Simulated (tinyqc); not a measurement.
Interface traps from C-V curves, high-low and Terman methods: one step of the calculation.

MOS capacitor on an n-type substrate; psi is the band bending, negative in depletion; only majority carriers are counted. At the bending psi the Fermi level lies y = xi - psi below the conduction edge at the surface, xi = Vt ln(Nc/Nd). Dit(y) = D0 + D1 exp(-y/E1); traps fill up to the Fermi level, follow the bias and a slow signal, and do not follow a fast one. V is the gate voltage from flat band.

Problem. High-low extraction. q Dit = (1/C_LF - 1/Cox)^(-1) - (1/C_HF - 1/Cox)^(-1) at each point.

Constants: q = 1.602176634e-19 C. Results are converted to the units shown.

```
point,C_HF (nF/cm^2),C_LF (nF/cm^2)
0,67.906682,74.111971
1,71.796024,78.772688
2,76.450375,84.528971
3,82.160426,91.808694
4,89.400181,101.27612
5,99.008424,114.02849
6,112.64488,132.06098
7,134.12246,159.56795
8,173.84492,207.16310
9,263.82316,305.86441
```

Cox = 2302.0888 nF/cm^2

Give: Dit by high-low.

Solution.

```
point,Dit by high-low (cm^-2 eV^-1)
0,4.1235e10
1,4.6539e10
2,5.4143e10
3,6.5042e10
4,8.0667e10
5,1.0307e11
6,1.3518e11
7,1.8120e11
8,2.4719e11
9,3.4177e11
```

Numbers from tinyqc (`OMP_NUM_THREADS=1 python tinyqc.py 2030167 2030168 out.jsonl`; about 0.01 s on one thread of a shared Intel Xeon 2.30GHz).
